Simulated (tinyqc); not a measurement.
Gupta-type many-body potential for a metal: one step, computed by the program tinyqc.

E_i = sum_j A exp(-p (r_ij/r0 - 1)) - xi rho_i^gamma, with rho_i = sum_j exp(-2 q (r_ij/r0 - 1)); gamma = 1/2 is the tight-binding second-moment form. The crystal is fcc unless stated; d is the neighbour distance and a fixed number of shells is kept.

Task: The (111) surface. fcc shells: d sqrt(k), k = 1..5, with 12, 6, 24, 12, 24 atoms; Omega = d^3/sqrt2. Cut the crystal without relaxation; an atom in layer l keeps the neighbours that lie below the surface plane. Excess = E_i + E_c. Surface energy = sum of excesses over the layers, divided by the area per surface atom: (sqrt3/2) d^2 for (111), d^2 for (100), sqrt2 d^2 for (110).

Inputs (values chosen for the exercise, modelled on lead):

| quantity | value | unit |
|---|---|---|
| repulsion A | 0.0947 | eV |
| hopping xi | 0.881 | eV |
| decay p | 9.55 | - |
| decay q | 3.71 | - |
| reference distance r0 | 3.501 | angstrom |
| shells kept | 3 | - |
| embedding exponent gamma | 0.5 | - |

Surface: (111).

neighbour distance d = 3.466660 angstrom

cohesive energy E_c = 1.954007 eV

Constants: 1 eV/angstrom^2 = 16.02176634 J/m^2.

Give: Layers; excess per surface atom; surface energy.

Result:

Layers:

| layer | nearest neighbours | repulsion (eV) | rho | excess (eV) |
|---|---|---|---|---|
| 1 | 9 | 0.9437 | 9.908 | 0.12467 |
| 2 | 12 | 1.2626 | 13.318 | 0.00149 |

excess per surface atom = 0.12616 eV

surface energy = 0.19421 J/m^2
